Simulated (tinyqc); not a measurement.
# Bandgap voltage reference from two bipolar transistors: output against temperature

Two transistors of area 1 and N carry the same current I. Is(T) = Is (T/T0)^eta exp[(Vg0 q/kB)(1/T0 - 1/T)], VBE1 = Vt ln(I/Is(T)) + I rb, VBE2 = Vt ln(I/(N Is(T))) + I rb/N. The amplifier forces I R1(T) = VBE1 - VBE2 + Vos, with R(T) = R (1 + tc (T - T0)) for both resistors, and the output is Vref = VBE1 + I R2(T). Base currents and the Early effect are neglected.

Vt = kB T/q; I = (Vt ln N + Vos)/(R1(T) - rb (1 - 1/N)).

Values chosen for this exercise; values of the order met in silicon bipolar transistors: reference temperature T0 = 298 K; band-gap voltage extrapolated to 0 K Vg0 = 1.205 V; temperature exponent of the saturation current eta = 3.7; saturation current of the unit transistor at T0 Is = 8.8e-16 A; area ratio of the second transistor N = 15; resistor across which the difference of VBE falls, at T0 R1 = 3.9 kohm; temperature coefficient of both resistors tc = 600 ppm/K; offset of the amplifier Vos = 0 mV; series resistance of the unit transistor rb = 81 ohm; output resistor at T0 R2 = 35.75 kohm.

Constants: q = 1.602176634e-19 C, kB = 1.380649e-23 J/K. Results are converted to the units shown.

Result of one run:
```
I (uA)	VBE1 (V)	I R2 (V)	Vref (V)	Vref - Vref(T0) (mV)	dVref/dT (uV/K)
21.76	0.4410	0.8130	1.254	-7.484	-130.0
```

Which temperature T gave this result: 233, 253, 273, 373 or 398 K?

T = 373 K.

The whole series:
```
T (K)	I (uA)	VBE1 (V)	I R2 (V)	Vref (V)	Vref - Vref(T0) (mV)	dVref/dT (uV/K)
218	13.99	0.7876	0.4760	1.264	2.167	17.28
233	14.81	0.7551	0.5087	1.264	2.291	-0.5515
253	15.87	0.7113	0.5522	1.264	2.055	-22.77
273	16.92	0.6672	0.5957	1.263	1.391	-43.46
298	18.18	0.6114	0.6501	1.261	0	-67.48
323	19.41	0.5551	0.7044	1.260	-1.969	-89.75
348	20.60	0.4983	0.7587	1.257	-4.475	-110.5
373	21.76	0.4410	0.8130	1.254	-7.484	-130.0
398	22.89	0.3833	0.8672	1.251	-10.96	-148.3
423	23.98	0.3251	0.9215	1.247	-14.89	-165.6
```

VBE1 falls by 2.26 mV/K on average and I R2 rises by 2.17 mV/K. The slope of Vref vanishes at T = 233 K. Between 233 and 398 K Vref spans 13.3 mV, or 63.8 ppm/K by the box method (span over the average over T, over 165 K).

Numbers from tinyqc (`OMP_NUM_THREADS=1 python tinyqc.py 2062101 2062102 out.jsonl`; about 0.02 s on one thread of a shared Intel Xeon 2.30GHz).
